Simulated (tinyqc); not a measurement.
# Inputs raised by 2 %, one at a time

Model: millisecond and nanosecond annealing: surface heating, thermal budget and solid-phase regrowth. Computed by tinyqc, a small Python program. Command: `OMP_NUM_THREADS=1 python tinyqc.py 3007986 3007987 out.jsonl flash sens`. One thread of a shared host (Intel(R) Xeon(R) Processor @ 2.30GHz), about 0.02 s of CPU time with the checks.

A square pulse heats the surface of a thick wafer with constant thermal properties; losses by radiation are neglected and silicon melts at 1414 C.

Inputs (values chosen for the exercise, modelled on hot silicon with arsenic):
```
quantity,value,unit
incident fluence,17.6,J/cm^2
pulse length t_p,0.00027,s
reflectance R,0.55,-
thermal conductivity k,0.27,W/(cm K)
heat capacity per volume c,2.2,J/(cm^3 K)
preheat temperature T0,600,C
dopant prefactor D0,7.78,cm^2/s
dopant activation energy E,3.97,eV
regrowth prefactor v0,3.7e+08,cm/s
regrowth energy E_v,2.7,eV
```

Source: scanned laser.

Constants: k_B = 8.617333262e-05 eV/K.

Method:
- Absorbed flux q = (1 - R) fluence/t_p; kappa = k/c. With f(z, t) = (2 q/k) sqrt(kappa t) ierfc(z/(2 sqrt(kappa t))), ierfc(x) = exp(-x^2)/sqrt(pi) - x erfc(x): T = T0 + f(z, t) during the pulse and T0 + f(z, t) - f(z, t - t_p) after it.
- At the surface the rise at the end of the pulse is 2 q sqrt(t_p/(pi k c)); the fluence that just melts the surface scales with (1414 - T0).
- Temperatures in kelvin are T(C) + 273.15.
- Integrate exp(-E/(k_B T(t))) at the surface from 0 to 10 t_p (Gauss-Legendre, 60 points in sqrt(t) up to t_p and 60 in sqrt(t - t_p) after it). (Dt) = D0 x integral with E; regrowth = v0 x integral with E_v; effective time = integral/exp(-E/(k_B T_peak)).

Runs:
```
input moved,from,to,diffusion length 2 sqrt(Dt) (nm),possible regrowth (nm),effective time over t_p,fluence at the melting threshold (J/cm^2)
base run,-,-,0.16178,517.25,0.14658,20.302
incident fluence (J/cm^2),17.6,17.952,0.18385,614.66,0.14619,20.302
reflectance R,0.55,0.561,0.13795,417.27,0.14712,20.810
thermal conductivity k (W/(cm K)),0.27,0.2754,0.15177,474.60,0.14679,20.504
heat capacity per volume c (J/(cm^3 K)),2.2,2.244,0.15177,474.60,0.14679,20.504
dopant activation energy E (eV),3.97,4.0494,0.11967,517.25,0.14377,20.302
dopant prefactor D0 (cm^2/s),7.78,7.9356,0.16339,517.25,0.14658,20.302
```

Exponents ln(y'/y) / ln(x'/x):
```
input,diffusion length 2 sqrt(Dt),possible regrowth,effective time over t_p,fluence at the melting threshold
incident fluence,6.459,8.713,-0.137,0.00
reflectance R,-8.046,-10.847,0.185,1.25
thermal conductivity k,-3.223,-4.346,0.072,0.50
heat capacity per volume c,-3.223,-4.346,0.072,0.50
dopant activation energy E,-15.226,0.000,-0.980,0.00
dopant prefactor D0,0.500,0.000,0.000,0.00
```

To which inputs is each result most sensitive?

Among the inputs moved here: diffusion length 2 sqrt(Dt) answers most in size to dopant activation energy E (exponent -15.226), next to reflectance R (-8.046). Its exponent +0.500 in dopant prefactor D0: a diffusion length. Possible regrowth answers most in size to reflectance R (exponent -10.847), next to incident fluence (+8.713); its exponent is below 0.0005 for dopant activation energy E, dopant prefactor D0. Effective time over t_p answers most in size to dopant activation energy E (exponent -0.980), next to reflectance R (+0.185); its exponent is below 0.0005 for dopant prefactor D0. Fluence at the melting threshold answers most in size to reflectance R (exponent +1.250), next to thermal conductivity k (+0.500); its exponent is below 0.0005 for incident fluence, dopant activation energy E, dopant prefactor D0. Its exponent +0.500 in thermal conductivity k: the rise goes as 1/sqrt(k c). Its exponent +0.500 in heat capacity per volume c: the rise goes as 1/sqrt(k c).

Caution (all rows): equilibrium diffusivities are used; implant damage enhances diffusion, and k and c vary with temperature. Caution (all rows): the peak lies above 1150 C, and amorphous silicon melts some 200 to 250 K below the crystal, so a layer that has not regrown before the peak may melt instead. Caution (all rows): a diffusion length below the atomic spacing of 0.235 nm means about one jump per atom or fewer, so the profile does not change measurably.

Extremes, crossings and ranges named in words are read from the listed rows.
